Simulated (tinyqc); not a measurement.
# Thermal and gravitational stress in a wafer during furnace and rapid thermal processing, and the onset of slip, step by step

A worked calculation. Computed by tinyqc, a small Python program that keeps every step. Command: `OMP_NUM_THREADS=1 python tinyqc.py 3031818 3031819 out.jsonl slip walk`. One thread of a shared host (Intel(R) Xeon(R) Processor @ 2.30GHz), about 0.01 s of CPU time with the checks. Intermediate numbers are printed to about 5 digits and carried at full precision; extremes and crossings named in words are read from the listed rows.

A thin free disc in plane stress, isotropic; T(r) = T_centre + dT (r/R)^n. Stress is positive in tension; sigma_SB = 5.670374419e-8 W/(m^2 K^4), g = 9.80665 m/s^2.

Inputs (values chosen for the exercise, modelled on silicon):

| quantity | value | unit |
|---|---|---|
| wafer radius R | 225 | mm |
| thickness t | 925 | micrometre |
| Young's modulus E | 142 | GPa |
| Poisson ratio nu | 0.2 | - |
| expansion alpha | 4.42 | 1e-6/K |
| edge less centre temperature dT | -22 | K |
| exponent n of the profile | 10 | - |
| temperature T | 1200 | K |
| prefactor A of the critical stress | 0.00033 | MPa |
| energy U of the critical stress | 1.02 | eV |
| density rho | 2330 | kg/m^3 |
| heat capacity c | 946 | J/(kg K) |
| conductivity k | 28.3 | W/(m K) |
| wafer spacing s | 13 | mm |
| ramp rate | 11 | K/min |
| radius of the support ring over R | 0.87 | - |

Temperature profile: edge zone, power law.

Constants: k_B = 8.617333262e-05 eV/K.

## Thermal stress

With x = r/R: s_rr = alpha E dT (1 - x^n)/(n + 2), s_tt = alpha E dT [1 - (n + 1) x^n]/(n + 2).

Temperature and stresses at r/R = 0, 0.3, 0.5, 0.7, 0.8, 0.9, 0.95, 1:

| r/R | T - T_centre (K) | s_rr (MPa) | s_tt (MPa) |
|---|---|---|---|
| 0.00 | 0.000 | -1.1507 | -1.151 |
| 0.30 | 0.000 | -1.1507 | -1.151 |
| 0.50 | -0.021 | -1.1495 | -1.138 |
| 0.70 | -0.621 | -1.1182 | -0.793 |
| 0.80 | -2.362 | -1.0271 | 0.208 |
| 0.90 | -7.671 | -0.7495 | 3.263 |
| 0.95 | -13.172 | -0.4617 | 6.428 |
| 1.00 | -22.000 | 0.0000 | 11.507 |

hoop stress at the edge = 11.507 MPa

r/R where s_tt = 0 = 0.78679

The cold edge is stretched; the edge stress is n times that at the centre in size.

## Resolved stress round the edge

At the edge the stress is uniaxial along the tangent d = (cos phi, sin phi, 0) of a (001) wafer; the Schmid factor is the largest |(d.n)(d.b)| over the twelve {111}<110> systems.

Schmid factor and resolved stress at phi = 0, 7.5, 15, 22.5, 30, 37.5 and 45 degrees from [100]:

| phi from [100] (degrees) | Schmid factor | resolved stress (MPa) |
|---|---|---|
| 0.0 | 0.40825 | 4.6976 |
| 7.5 | 0.45412 | 5.2255 |
| 15.0 | 0.48296 | 5.5573 |
| 22.5 | 0.49280 | 5.6705 |
| 30.0 | 0.48296 | 5.5573 |
| 37.5 | 0.45412 | 5.2255 |
| 45.0 | 0.40825 | 4.6976 |

The factor is 1/sqrt(6) = 0.408 along <100> and <110> and peaks at 0.4928 at 22.5 degrees, so slip, if any, starts at eight places between these directions.

## Slip criterion

Critical resolved stress tau_c = A exp(U/(k_B T)), a form chosen for the exercise; slip when 0.492799 |s_tt(R)| > tau_c; allowed |dT| = tau_c (n + 2)/(0.492799 n alpha E).

critical stress tau_c = 6.3434 MPa

resolved over critical stress = 0.89392

allowed |dT| = 24.611 K

No slip; the margin is a factor 1.1.

## Ramp rate in a batch furnace

In a stack heated from the rim, heat flows inward by conduction and by radiation between wafers: k_eff = k + (16/3) sigma_SB T^3 s^2/t (a diffusion estimate with the spacing as path length). A steady ramp gives the parabolic lag dT = rho c (ramp) R^2/(4 k_eff); the allowed ramp uses n = 2.

k_eff = 123.78 W/(m K)

lag of the centre = 41.319 K

allowed ramp rate = 10.920 K/min

Radiation carries 77 % of the inward flow. The ramp is 1.01 of the allowed one.

## Gravity

Own weight q = rho g t on a ring of radius b R, x = r/R: moments of an edge-supported plate, M_r = q R^2 (3 + nu)(1 - x^2)/16 and M_t = q R^2 [(3 + nu) - (1 + 3 nu) x^2]/16, less the uniform moment inside the ring load, q R^2 [(1 - nu)(1 - b^2) - 2 (1 + nu) ln b]/8; stress at the lower face = 6 M/t^2.

stress at the centre = 1.0048 MPa

radial stress at the ring = -0.13107 MPa

hoop stress at the ring = 0.43685 MPa

The largest of these is 0.079 tau_c when halved for shear. Point supports give far higher local stress than a ring.

## Position of the support ring

The formulas are those given above.

Stress at the lower face (MPa):

| b | centre | radial at ring | hoop at ring | largest in size |
|---|---|---|---|---|
| 0.40 | -1.1922 | -1.4323 | -1.3122 | 1.4323 |
| 0.50 | -0.6224 | -0.9975 | -0.8099 | 0.9975 |
| 0.60 | -0.1294 | -0.6697 | -0.3995 | 0.6697 |
| 0.65 | 0.0977 | -0.5364 | -0.2194 | 0.5364 |
| 0.70 | 0.3151 | -0.4202 | -0.0525 | 0.4202 |
| 0.75 | 0.5248 | -0.3193 | 0.1028 | 0.5248 |
| 0.80 | 0.7282 | -0.2322 | 0.2480 | 0.7282 |
| 0.90 | 1.1209 | -0.0946 | 0.5132 | 1.1209 |
| 1.00 | 1.5007 | 0.0000 | 0.7503 | 1.5007 |

Among these rows the largest stress is least, 0.420 MPa, for a ring at 0.7 R, 3.6 times below edge support: the overhang balances the sag of the centre. All values scale as R^2/t.

## Limits against temperature

The formulas are those given above.

For the parabolic profile:

| T (K) | tau_c (MPa) | allowed \|dT\| (K) | k_eff (W/(m K)) | allowed ramp (K/min) |
|---|---|---|---|---|
| 1050 | 25.960 | 167.86 | 92.26 | 33.310 |
| 1125 | 12.244 | 79.17 | 106.97 | 18.215 |
| 1200 | 6.343 | 41.02 | 123.78 | 10.920 |
| 1275 | 3.551 | 22.96 | 142.82 | 7.053 |
| 1350 | 2.120 | 13.71 | 164.24 | 4.843 |
| 1425 | 1.336 | 8.64 | 188.18 | 3.498 |
| 1500 | 0.882 | 5.70 | 214.78 | 2.635 |

From 1050 to 1500 K the allowed difference falls 29 times and the allowed ramp 13 times; radiation, which grows as T^3, gives back a factor 2.33. Ramps must slow as the wafer gets hotter.

Checks made by the program: force balance: the hoop stress integrates to zero (added to the edge stress) (relative difference below 1e-10).
